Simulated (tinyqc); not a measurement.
Three surfaces against bond counting: Gupta-type many-body potential for a metal. Computed by tinyqc, a small Python program. Command: `OMP_NUM_THREADS=1 python tinyqc.py 3022943 3022944 out.jsonl gupta walk`. One thread of a shared host (Intel(R) Xeon(R) Processor @ 2.30GHz), about 0.01 s of CPU time with the checks.

E_i = sum_j A exp(-p (r_ij/r0 - 1)) - xi rho_i^gamma, with rho_i = sum_j exp(-2 q (r_ij/r0 - 1)); gamma = 1/2 is the tight-binding second-moment form. The crystal is fcc unless stated; d is the neighbour distance and a fixed number of shells is kept.

Inputs (values chosen for the exercise, for a model metal):
```
quantity,value,unit
repulsion A,0.307,eV
hopping xi,1.78,eV
decay p,10.4,-
decay q,3.89,-
reference distance r0,2.775,angstrom
shells kept,1,-
embedding exponent gamma,0.6,-
```

Constants: 1 eV/angstrom^3 = 160.2176634 GPa; 1 eV/angstrom^2 = 16.02176634 J/m^2.

Method:
- fcc shells: d sqrt(k), k = 1..5, with 12, 6, 24, 12, 24 atoms; Omega = d^3/sqrt2.
- Equilibrium: dE/dd = 0; B = d^2 E''(d)/(9 Omega).
- Cut the crystal without relaxation; an atom in layer l keeps the neighbours that lie below the surface plane. Excess = E_i + E_c. Surface energy = sum of excesses over the layers, divided by the area per surface atom: (sqrt3/2) d^2 for (111), d^2 for (100), sqrt2 d^2 for (110).
- Bond counting with pair bonds charges E_c/12 for each missing nearest neighbour: 3, 4 and 6 per surface cell.

neighbour distance d = 2.79316 angstrom

cohesive energy E_c = 4.22603 eV

Surfaces:
```
face,missing bonds,excess (eV),bond counting (eV),ratio,surface energy (J/m^2)
(111),3,0.35518,1.0565,0.33618,0.8422
(100),4,0.50861,1.4087,0.36105,1.0445
(110),6,0.78791,2.1130,0.37289,1.1441
```

What follows from these numbers?

The order of surface energies is (111) < (100) < (110), with (110)/(111) = 1.358 against 1.225 from counting first-neighbour bonds. The excess is 0.34 to 0.37 of the bond-counting value: atoms with fewer neighbours have stronger bonds. Caution: relaxation, left out here, lowers surface energies.
